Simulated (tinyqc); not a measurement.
# Worked calculation: short-channel transistor, virtual-source model with series resistance

Program tinyqc, `OMP_NUM_THREADS=1 python tinyqc.py 2380143 2380144 out.jsonl`; Intel Xeon 2.30GHz, shared host, one thread, about 0.02 s. Printed values are rounded.

The current per gate width is the charge at the top of the source barrier (the virtual source) times its velocity times a saturation function; al and be are fitting constants of the model. Units: I in uA/um, Rs in ohm um, so I Rs = 1e-6 I Rs in volts; Q in uC/cm^2, so I = 1e-4 Q vx0 Fsat with vx0 in cm/s.

Values chosen for this exercise: temperature T = 273 K; inversion capacitance Cinv = 1.22 uF/cm^2; velocity at the virtual source vx0 = 7.34e6 cm/s; apparent mobility mu = 740 cm^2/(V s); channel length L = 25 nm; threshold at zero drain voltage VT0 = 0.375 V; drain-induced barrier lowering dl = 0.153 V/V; subthreshold factor n0 = 1.37; growth of n with drain voltage nd = 0.05 1/V; threshold shift (in units of Vt) from weak to strong inversion al = 3.5; sharpness of saturation be = 1.8; series resistance of each contact Rs = 50 ohm um; gate voltage Vgs = 0.8 V; drain voltage Vds = 0.4 V.

Constants: q = 1.602176634e-19 C, kB = 1.380649e-23 J/K, Vt = kB T/q. Results are converted to the units shown.

## Iteration 1: current through the series resistance

I at the start = 0 uA/um

Intrinsic voltages Vg' = Vgs - I Rs, Vd' = Vds - 2 I Rs. n = n0 + nd Vd', VT = VT0 - dl Vd', Ff = 1/(1 + exp((Vg' - VT + al Vt/2)/(al Vt))), Q = Cinv n Vt ln(1 + exp((Vg' - VT + al Vt Ff)/(n Vt))), Vdsat = (vx0 L/mu)(1 - Ff) + Vt Ff, Fsat = u/(1 + u^be)^(1/be) with u = Vd'/Vdsat, and I(out) = Q vx0 Fsat per width. (Fsat takes the sign of u.) I(new) = I + 0.3 (I(out) - I).

Vg' = 0.8 V
Vd' = 0.4 V
VT = 0.3138 V
Ff = 0.001650733
Q = 0.5933298 uC/cm^2
Vdsat = 0.02479520 V
Fsat = 0.9962964
I(out) = 433.8912 uA/um
I after iteration 1 = 130.1673 uA/um

## Iteration 2: current through the series resistance

As before.

Vg' = 0.7934916 V
Vd' = 0.3869833 V
VT = 0.3157916 V
Ff = 0.001829918
Q = 0.5829779 uC/cm^2
Vdsat = 0.02479497 V
Fsat = 0.9960705
I(out) = 426.2243 uA/um
I after iteration 2 = 218.9844 uA/um

## Iteration 3: current through the series resistance

As before.

Vg' = 0.7890508 V
Vd' = 0.3781016 V
VT = 0.3171505 V
Ff = 0.001963199
Q = 0.5759156 uC/cm^2
Vdsat = 0.02479480 V
Fsat = 0.9959038
I(out) = 420.9905 uA/um
I after iteration 3 = 279.5863 uA/um

## Course of the iteration: current through the series resistance

Stop when I changes by less than 1e-7 uA/um, or after 80 iterations.

Course of the iteration:
```
iteration  I (uA/um)  |change| (uA/um)
1           130.1673               130
2           218.9844              88.8
3           279.5863              60.6
4           320.9358              41.3
5           349.1490              28.2
6           368.3991              19.3
7           381.5335              13.1
8           390.4952              8.96
9           396.6098              6.11
...              ...               ...
48          409.7416           2.05e-6
49          409.7416           1.40e-6
50          409.7416           9.54e-7
51          409.7416           6.51e-7
52          409.7416           4.44e-7
53          409.7416           3.03e-7
54          409.7416           2.07e-7
55          409.7416           1.41e-7
56          409.7416           9.62e-8
```

Converged in 56 iterations. At the end each change is about 0.68 times the one before: linear convergence.

## What the series resistance costs

converged I = 409.7416 uA/um
I0 = 433.8912 uA/um

Intrinsic voltages Vg' = Vgs - I Rs, Vd' = Vds - 2 I Rs. n = n0 + nd Vd', VT = VT0 - dl Vd', Ff = 1/(1 + exp((Vg' - VT + al Vt/2)/(al Vt))), Q = Cinv n Vt ln(1 + exp((Vg' - VT + al Vt Ff)/(n Vt))), Vdsat = (vx0 L/mu)(1 - Ff) + Vt Ff, Fsat = u/(1 + u^be)^(1/be) with u = Vd'/Vdsat, and I = Q vx0 Fsat per width. I0 is the current for Rs = 0. Effective velocity I/Q; transit time L Q/I.

loss against I0 = 5.565807 %
effective velocity = 7.307017e6 cm/s
transit time = 0.3421369 ps

The carriers leave the virtual source at 99.6 % of vx0: the device is in saturation.
